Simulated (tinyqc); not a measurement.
Smoothing against break-up: capillary instabilities by surface diffusion: grooving and agglomeration of films, edge retraction, wire break-up and smoothing of roughness. Computed by tinyqc, a small Python program. Command: `OMP_NUM_THREADS=1 python tinyqc.py 3020237 3020238 out.jsonl dewet walk`. One thread of a shared host (Intel(R) Xeon(R) Processor @ 2.30GHz), about 0.01 s of CPU time with the checks.

Isotropic surface energy; shapes change by surface diffusion alone.

Inputs (values chosen for the exercise, of the order of those of a gold film):
```
quantity,value,unit
surface energy gamma_s,1.38,J/m^2
grain-boundary energy gamma_b,0.43,J/m^2
atomic volume Omega,17,angstrom^3
surface sites nu,15,1/nm^2
prefactor D0,8e-06,m^2/s
activation energy Q,0.865,eV
temperature T,658,K
film thickness h,11,nm
grain radius R,280,nm
wire radius r,31,nm
initial ripple over radius,0.02,-
roughness wavelength lambda,17,nm
```

Grooves: at the surface only.

Constants: k_B = 8.617333262e-05 eV/K; k_B = 1.380649e-23 J/K.

Method:
- Groove angle beta: sin(beta) = gamma_b/(2 gamma). For circular grains of radius R with spherical caps the groove ends (measured from the mean surface) at the depth R g(beta), g = (2 - 3 cos beta + cos^3 beta)/(3 sin^3 beta). The film parts if R g(beta_s) > h.
- B = D_s nu gamma_s Omega^2/(k_B T), D_s = D0 exp(-Q/(k_B T)).
- A wire with r + A cos(k z) has dA/dt = (B/r^4) (kr)^2 [1 - (kr)^2] A: unstable for wavelengths above 2 pi r, fastest at kr = 1/sqrt 2 with the rate B/(4 r^4); break-up time about (4 r^4/B) ln(r/A0); each wavelength makes a sphere of radius (3 r^2 lambda_m/4)^(1/3).
- Roughness of wavelength lambda on a flat face decays as exp[-B (2 pi/lambda)^4 t]; the smoothing time is that for a factor e^3.

beta_s = 8.96303 degrees

Times (s); the last column is (h/(0.780 tan beta_s))^4/B:
```
T (K),B (nm^4/s),smoothing,wire break-up,groove to depth h
559,9.8601e+04,0.0016305,146.56,648.23
592,2.5333e+05,0.0006346,57.05,252.30
625,5.8741e+05,0.0002737,24.60,108.81
658,1.2486e+06,0.0001288,11.57,51.19
691,2.4635e+06,0.0000653,5.87,25.95
724,4.5588e+06,0.0000353,3.17,14.02
790,1.3305e+07,0.0000121,1.09,4.80
```

All times share 1/B, so their ratios do not depend on T: break-up over smoothing is 90000. An anneal can smooth this roughness well before the wire breaks. Smoothing is safe for lambda well below 2 pi r, above which a ripple along the wire grows instead. B spans 2.1 decades over these rows.
